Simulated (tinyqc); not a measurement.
From results back to parameters: cyclotron resonance of ellipsoidal valleys, Si type.

Problem. The cyclotron masses of the valleys [100] and [001] at this angle were computed from hidden ml and mt.

Valleys along [100], [010], [001] (each with its opposite partner), mass ml along the axis and mt across it. B lies in the (1-10) plane, b = (sin(theta)/sqrt2, sin(theta)/sqrt2, cos(theta)). For the angle phi between B and the axis, 1/mc^2 = cos^2(phi)/mt^2 + sin^2(phi)/(mt ml). Resonance: h nu = 2 muB B/mc, h = 2 pi hbar.

Inputs chosen for the exercise (out of a larger set: near those of Si; not measured data): theta = 80 degrees (angle of B from [001] towards [110]).

mc of [100] = 0.256286 m0
mc of [001] = 0.403374 m0

Find: X = 1/mt^2; Y = 1/(mt ml); mt; ml.

Solution. With cos^2(phi) = 0.4849 and 0.0302, the two values of 1/mc^2 are linear equations for X and Y; mt = 1/sqrt(X), ml = sqrt(X)/Y.

X = 1/mt^2 = 25.51
Y = 1/(mt ml) = 5.544
mt = 0.198 m0
ml = 0.91 m0

Computed by tinyqc, a small Python program: `OMP_NUM_THREADS=1 python tinyqc.py 1282771 1282772 out.jsonl` (the numbers bound the seed that draws the inputs); one thread of a shared host (Intel(R) Xeon(R) Processor @ 2.30GHz), about 0.01 s for the whole set of steps.
